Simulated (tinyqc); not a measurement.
Local against global planarity over time: chemical-mechanical planarisation: Preston law, pattern density and step-height reduction. Computed by tinyqc, a small Python program. Command: `OMP_NUM_THREADS=1 python tinyqc.py 3016238 3016239 out.jsonl cmp walk`. One thread of a shared host (Intel(R) Xeon(R) Processor @ 2.30GHz), about 0.01 s of CPU time with the checks.

A row of 8 cells, repeated periodically, holds raised features that cover a share rho of each cell.

Inputs (values chosen for the exercise, close to those used for oxide polishing):

| quantity | value | unit |
|---|---|---|
| Preston coefficient K | 1.2e-13 | 1/Pa |
| pressure P | 24 | kPa |
| platen and carrier speed | 110 | rpm |
| distance between the centres | 19 | cm |
| initial step height h0 | 720 | nm |
| contact height h_c | 92 | nm |
| film above the raised areas z0 | 1200 | nm |
| cell size | 1.1 | mm |
| planarisation length | 2.5 | mm |

local pattern densities, cell by cell: 0.9  0.9  0.1  0.8  0.8  0.9  0.2  0.8

Method:
- With equal rotation speeds the relative speed is uniform, v = omega r_c; Preston rate R0 = K P v.
- The stiff pad averages the density: rho_eff(i) = sum_j w_ij rho_j / sum_j w_ij, w = exp(-2 d^2/L^2), L the planarisation length and d the distance between cell centres, summed over all periodic images of cell j.
- While h > h_c only raised areas polish, at R0/rho_eff, until t_c = rho_eff (h0 - h_c)/R0. After that h = h_c exp(-(t - t_c)/tau), tau = rho_eff h_c/R0; low areas polish at R0 (1 - h/h_c) and raised areas at R0 [1 + (1 - rho_eff) h/(rho_eff h_c)]. Removed from raised areas after t_c: h0 - h_c + R0 (t - t_c) + (1 - rho_eff)(h_c - h); from low areas: R0 (t - t_c) - rho_eff (h_c - h). Film left = z0 less the removal from raised areas.
- Times are multiples of h0/R0; the range is the largest minus the smallest removal from raised areas.

effective densities: 0.763037  0.685763  0.585767  0.642676  0.728073  0.685763  0.620731  0.688191

blanket rate R0 = 6.30329 nm/s

Steps and range (nm):

| multiple | t (s) | largest step | smallest step | range across the row | mean removal from raised areas |
|---|---|---|---|---|---|
| 0.10 | 11.42 | 625.64 | 597.08 | 28.56 | 107.3 |
| 0.20 | 22.85 | 531.28 | 474.17 | 57.11 | 214.7 |
| 0.30 | 34.27 | 436.92 | 351.25 | 85.67 | 322.0 |
| 0.45 | 51.40 | 295.38 | 166.88 | 128.50 | 483.1 |
| 0.60 | 68.54 | 153.84 | 27.98 | 152.50 | 640.4 |
| 0.80 | 91.38 | 23.17 | 1.93 | 132.32 | 807.2 |
| 1.00 | 114.23 | 2.98 | 0.13 | 128.28 | 953.7 |
| 1.30 | 148.49 | 0.14 | 0.00 | 127.67 | 1170.0 |
| 1.70 | 194.18 | 0.00 | 0.00 | 127.63 | 1458.0 |

Local steps shrink to 0.01 nm or less, but the range across the row reaches up to 152.5 nm among these rows and ends at 127.6 nm, against the limit (largest - smallest rho_eff) h0 = 127.6 nm: once flat, all cells polish alike and the difference stays. Evener density (dummy fill), a longer planarisation length or a smaller initial step reduces it. Caution: in the last rows the removal passes z0 somewhere, so they describe a thicker film than the one given.

Extremes, crossings and ranges named in words are read from the listed rows.
